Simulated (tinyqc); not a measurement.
Inside a calculation. Method: plane-wave Kohn-Sham cycle with exchange-only LDA in a layered model solid. Computed by tinyqc, a small Python program that keeps every step. Settings: points = 16, plane-wave index or count = 2, electrons = 2, k points = 3, area = 21.0, mixing = 1.0, iteration cap = 62, Kerker q0 = 1.12. Command: `OMP_NUM_THREADS=1 python tinyqc.py 22897 22898 out.jsonl` (the two numbers bound the seeds that draw the settings). One thread of a shared host (Intel(R) Xeon(R) Processor @ 2.60GHz), about 0.03 s of CPU time with the checks.

A solid whose potential varies along x alone (atomic units):
```
parameter,value
period a,15.900000
cross-section of the cell,21.000000
electrons per cell,2
grid points,16
"plane waves -n..n, n",2
k points,3
V1 in V1 cos(2 pi x/a),-0.250000
V2 in V2 cos(4 pi x/a),0.110000
```

Stop when sqrt(dV sum R^2) is below 1e-8, dV = a A/N.

Course of the cycle:
```
iteration,E (hartree),norm of the residual
1,-0.513118,1.09e-01
2,-0.435173,7.90e-02
3,-0.393532,5.91e-02
4,-0.371873,4.53e-02
5,-0.360703,3.43e-02
6,-0.355147,2.53e-02
7,-0.352534,1.81e-02
8,-0.351371,1.27e-02
9,-0.350872,8.83e-03
10,-0.350661,6.09e-03
11,-0.350572,4.19e-03
...,...,...
52,-0.373059,9.70e-02
53,-0.373060,9.70e-02
54,-0.373062,9.70e-02
55,-0.373062,9.70e-02
56,-0.373062,9.70e-02
57,-0.373061,9.70e-02
58,-0.373061,9.70e-02
59,-0.373061,9.70e-02
60,-0.373061,9.70e-02
61,-0.373061,9.70e-02
62,-0.373061,9.70e-02
```

Can the last value be used, and what does the course show?

Not by the stop rule, although the second column moves by less than 1e-07 over the last three steps. Not converged within 62 iterations: the residual has stopped falling. Reruns (cap 100 unless said): mixing 0.1: not converged; mixing 0.5, Kerker q0 1.0: converged in 84 (E = -0.35050); mixing 0.3, Pulay depth 5: converged in 15 (E = -0.35050); the original settings with a cap of 400: not converged.
